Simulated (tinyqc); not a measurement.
What each parameter does: core-shell quantum dot (spherical envelope functions).

Parabolic bands; strain and other valleys are left out. s states, u = r psi, hard wall at R + H, c = hbar^2/2m0, energies from the band edges of the core. Core: u = sin(k1 r)/k1, k1 = sqrt(m1 E/c). At R, psi and psi'/m are continuous, so u is continuous and its slope in the shell is s = u/R + (m2/m1)(u' - u/R). Shell: u(R + x) = u(R) cos(k2 x) + s sin(k2 x)/k2, k2 = sqrt(m2 (E - V)/c); for negative arguments the functions turn into sinh and cosh. A level has u(R + H) = 0.

Overlap = (integral of u_e u_h)^2 with normalised u. Coulomb integrals J_ab = (q/eps) double integral of u_a(r)^2 u_b(s)^2/max(r, s), q = e^2/(4 pi eps0), one eps everywhere. Exciton E = Eg + E_e + E_h - J_eh; first-order biexciton shift J_ee + J_hh - 2 J_eh (positive: repulsive).

Constants: hbar^2/2m0 = 3.80998211 eV angstrom^2; e^2/(4 pi eps0) = 14.39964547 eV angstrom; hc = 1239.841984 eV nm.

Parameters, chosen for this exercise (near those of a CdSe/CdS core-shell dot; the results hold for these values, not for the real material): R = 23 angstrom (core radius); H = 14 angstrom (shell thickness); Vc = 0.302 eV (conduction edge of the shell above that of the core); Vv = 0.473 eV (hole barrier of the shell); me1 = 0.125 m0 (electron, core); me2 = 0.22 m0 (electron, shell); mh1 = 0.443 m0 (hole, core); mh2 = 0.804 m0 (hole, shell); Eg = 1.764 eV (gap of the core); eps = 5.8 (dielectric constant).

All quantities anew. Each row changes one parameter from the base and keeps the others.

Results:
```
case             E (eV)  overlap  electron in core  biexciton shift (meV)
base              1.946    0.904             0.791                    4.8
R = 20 angstrom   1.994    0.890             0.737                    6.2
H = 19 angstrom   1.938    0.865             0.747                    6.4
Vc = 0.202 eV     1.926    0.872             0.754                    6.5
Vv = 0.355 eV     1.941    0.932             0.791                    3.3
me2 = 0.275 m0    1.926    0.895             0.785                    5.6
mh1 = 0.354 m0    1.959    0.928             0.791                    3.0
eps = 6.7         1.964    0.904             0.791                    4.1
```

The largest shifts from the base row, up to three for each result and ties (the steps differ in size, so this ranks the rows, not the parameters). E (eV): R +0.049, me2 -0.020, Vc -0.020. overlap: H -0.038, Vc -0.032, Vv +0.028; unchanged at the printed digits by eps. electron in core: R -0.054, H -0.043, Vc -0.037; unchanged at the printed digits by Vv, mh1 and eps. biexciton shift (meV): mh1 -1.8, Vc +1.8, H +1.6.

Run: tinyqc, `OMP_NUM_THREADS=1 python tinyqc.py 1251146 1251147 out.jsonl`; Intel(R) Xeon(R) Processor @ 2.30GHz, one thread, shared host; about 0.05 s of CPU time with all checks.
